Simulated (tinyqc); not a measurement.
Charge neutrality of a doped semiconductor with incomplete ionisation: one step, computed by the program tinyqc.

Energies are counted from the top of the valence band; E_D is measured down from the conduction band and E_A up from the valence band.

Question. Densities at the solution. n = N_c exp((E_F - E_g)/k_B T), p = N_v exp(-E_F/k_B T). N_D+ = N_D/(1 + g_D exp((E_F - E_g + E_D)/k_B T)). N_A- = N_A/(1 + g_A exp((E_A - E_F)/k_B T)).

Inputs (values chosen for the exercise, modelled on germanium):
```
quantity                   value   unit
donor density N_D        2.3e+16  cm^-3
acceptor density N_A       5e+14  cm^-3
donor depth E_D           0.0117     eV
acceptor depth E_A        0.0109     eV
donor degeneracy g_D           2      -
acceptor degeneracy g_A        4      -
temperature T                450      K
```

Doping: n-type, compensated. Statistics of the bands: Boltzmann.

Fermi level E_F (last iterate) = 0.3300180 eV

gap E_g = 0.5898690 eV

N_c = 1.981215e+19 cm^-3

N_v = 9.627708e+18 cm^-3

k_B T = 0.03877800 eV

Give: majority density n; minority density p; ionised share of the donors; distance of E_F from the majority band edge.

Answer.

majority density n = 2.436e+16 cm^-3

minority density p = 1.939e+15 cm^-3

ionised share of the donors = 0.9967

distance of E_F from the majority band edge = 0.2599 eV
